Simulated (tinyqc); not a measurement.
Three ways to the same curve: density of states of one tight-binding band of a chain.

E(k) = -2 t cos(2 pi k) - 2 t2 cos(4 pi k); k in fractions of the reciprocal vectors, mesh k_i = j/N with j = 0 .. N-1. Densities are per cell and per spin, so the band holds one state.

Each interval of the mesh is a segment with E linear in k: n = (E - e1)/(e2 - e1), g = 1/(e2 - e1) between its end values.

Gaussian broadening: g(E) = mean over the mesh of exp(-(E - E_k)^2/(2 sigma^2))/(sigma sqrt(2 pi)), n(E) = mean of erfc((E_k - E)/(sigma sqrt 2))/2.

Parameters, chosen for this exercise:
- t = 0.5 eV (nearest hopping)
- t2 = -0.05 eV (second hopping)
- N2 = 40 (mesh points along each axis in this comparison)
- sigma = 0.1 eV (Gaussian width)

N = N2 here; the reference is the linear method with N = 4000.

g(E) (1/eV):
```
E (eV)  reference  linear segments  Gaussian, sigma  Gaussian, sigma/4  reference n(E)
-0.717      0.645            0.704            0.739              0.778           0.244
-0.536      0.450            0.472            0.469              0.521           0.340
-0.354      0.370            0.361            0.376              0.284           0.414
-0.172      0.329            0.330            0.332              0.018           0.477
0.010       0.307            0.310            0.309              0.097           0.534
0.373       0.301            0.299            0.304              0.538           0.643
0.555       0.318            0.309            0.322              0.796           0.699
0.737       0.361            0.376            0.372              0.391           0.761
0.919       0.476            0.455            0.534              0.379           0.835
```

Give the missing row, E (eV) = 0.192.

Computed row:
```
E (eV)  reference  linear segments  Gaussian, sigma  Gaussian, sigma/4  reference n(E)
0.192       0.298            0.300            0.300              0.281           0.589
```

Root-mean-square errors against the reference: 0.0219 for linear segments, 0.0355 for sigma and 0.2157 for sigma/4. The narrow Gaussian is worse than the wide one, because it resolves the separate mesh levels. The reference is highest at -0.717 eV of the energies listed, and half filling lies between -0.172 and 0.010 eV.

Program tinyqc; command `OMP_NUM_THREADS=1 python tinyqc.py 1681454 1681455 out.jsonl`; about 0.01 s on one thread of a shared Intel(R) Xeon(R) Processor @ 2.30GHz.
